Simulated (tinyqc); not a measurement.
Born-von Karman spring model of a cubic crystal with one atom per cell. Convergence with the mesh. Computed by tinyqc, a small Python program. Command: `OMP_NUM_THREADS=1 python tinyqc.py 3028554 3028555 out.jsonl springs sweep`. One thread of a shared host (Intel(R) Xeon(R) Processor @ 2.30GHz), about 0.2 s of CPU time with the checks.

First neighbours lie at a/2 (1,1,1) (8 of them), second at a (1,0,0) (6), with all permutations and signs; the volume per atom is Omega = a^3/2. Two shells of springs match a real metal only roughly, above all at the zone boundary.

Inputs (values chosen for the exercise, modelled on tantalum):
```
quantity,value,unit
atomic mass M,180.95,u
radial spring k1L,3.3,eV/angstrom^2
transverse spring k1T,-0.3,eV/angstrom^2
radial spring k2L,1.7,eV/angstrom^2
transverse spring k2T,-0.075,eV/angstrom^2
temperature T,600,K
```

Lattice: bcc.

Constants: nu for 1 eV/(angstrom^2 u) = 15.6333042 THz; h x 1 THz = 4.135667696 meV; k_B = 8.617333262e-05 eV/K; hbar^2/u = 4.18015928e-03 eV angstrom^2.

Method:
- A neighbour at R with unit vector n couples by the matrix K(R) = kL n n^T + kT (1 - n n^T), and D(q) = (1/M) sum_R K(R) [1 - cos(q.R)].
- An eigenvalue lambda of D in eV/(angstrom^2 u) gives nu = 15.6333042 THz x sqrt(lambda).
- Mesh: q = sum_i (m_i + 1/2)/n b_i, m_i = 0..n-1, with b = [[0, 1, 1], [1, 0, 1], [1, 1, 0]] in 2 pi/a; sums are averages over the n^3 points, per atom.
- With x = h nu/(k_B T) and n = 1/(exp(x) - 1) for each mode: F = k_B T [x/2 + ln(1 - exp(-x))], U = k_B T x (n + 1/2), S/k_B = x n - ln(1 - exp(-x)), C/k_B = x^2 n (n + 1).
- <u_x^2> = (1/3) sum over modes of hbar^2/(2 M h nu) coth(x/2); zero-point energy = sum h nu/2. <u_x^2> converges slowly with the mesh, from below, with an error of order 1/n.

One run for each value:
```
mesh divisions n,<u_x^2> (angstrom^2),heat capacity C (k_B/atom),entropy S (k_B/atom),zero-point energy (meV/atom)
2,0.005672,2.978,6.726,22.81
3,0.006958,2.978,6.882,22.23
4,0.007640,2.978,6.927,22.12
6,0.008249,2.978,6.947,22.08
8,0.008516,2.978,6.951,22.07
12,0.008766,2.978,6.953,22.07
16,0.008887,2.978,6.954,22.07
```

What does the table show, and why?

Over the rows, <u_x^2> (angstrom^2) rises from 0.00567 to 0.00889 (exponent d ln y / d ln x 0.50 between the first rows and 0.048 between the last); heat capacity C (k_B/atom) rises by less than the digits shown, at 2.9779, flat over part of the range; entropy S (k_B/atom) rises from 6.73 to 6.95. Against the finest mesh, the coarsest misses by 36 % in <u_x^2>, 0.00073 % in C, 3.3 % in S, 3.3 % in the zero-point energy. <u_x^2> converges slowest, since it weights each mode by 1/nu to 1/nu^2 and so the long waves near G.

Caution (rows 2): the mesh is too coarse for this temperature: four more divisions change S by over 1 %.

Extremes, crossings and ranges named in words are read from the listed rows.
